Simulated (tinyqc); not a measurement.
From G0 back to intrinsic stress: thermal stress, cracking, delamination and buckling of a thin film; Griffith cracks and misfitting inclusions. Computed by tinyqc, a small Python program. Command: `OMP_NUM_THREADS=1 python tinyqc.py 3005663 3005664 out.jsonl filmcrack inv`. One thread of a shared host (Intel(R) Xeon(R) Processor @ 2.30GHz), about 0.01 s of CPU time with the checks.

Isotropic linear elasticity; the substrate is much thicker than the film; stress is positive in tension.

Inputs (values chosen for the exercise, for a model film): film Young's modulus E = 333 GPa; film Poisson ratio nu = 0.24; film expansion alpha_f = 2.04 1e-6/K; substrate expansion alpha_s = 3.5 1e-6/K; deposition temperature T_d = 700 K; final temperature T = 300 K; film thickness h = 0.08 micrometre.

Method. Thermal strain = (alpha_f - alpha_s)(T_d - T); stress = E/(1 - nu) x strain + intrinsic stress; plane-strain modulus Ebar = E/(1 - nu^2); G0 = stress^2 h/(2 Ebar) is the energy freed per area when a long strip loses its stress across its width.

Question. A run gave the result below. Find the intrinsic stress, known to lie between -550 and -300 MPa.

G0 = 0.0605208 J/m^2

Answer.

Each step takes the trial c = (a f_b - b f_a)/(f_b - f_a), f being the result less the target; c replaces end b, the old b replaces a if the sign of f changed, and otherwise f_a is halved.

Scan of the range:
```
intrinsic stress (MPa)  G0 (J/m^2)
-550                     0.0735184
-508                     0.0660551
-467                     0.0591546
-425                     0.0524805
-383                     0.0462057
-342                     0.0404655
-300                     0.0349800
```

False position (Illinois rule) inside the bracket:
```
step     end a     end b     trial  G0 (J/m^2)
1     -508.000  -467.000  -475.117   0.0604906
2     -508.000  -475.117  -475.473   0.0605494
3     -475.117  -475.473  -475.300   0.0605208
4     -475.473  -475.300  -475.300   0.0605208
```

G0 falls at every point of a 13-point scan of the range (every second point is shown), so one value fits; it is bracketed by -508 and -467. Answer: intrinsic stress = -475.3 MPa.
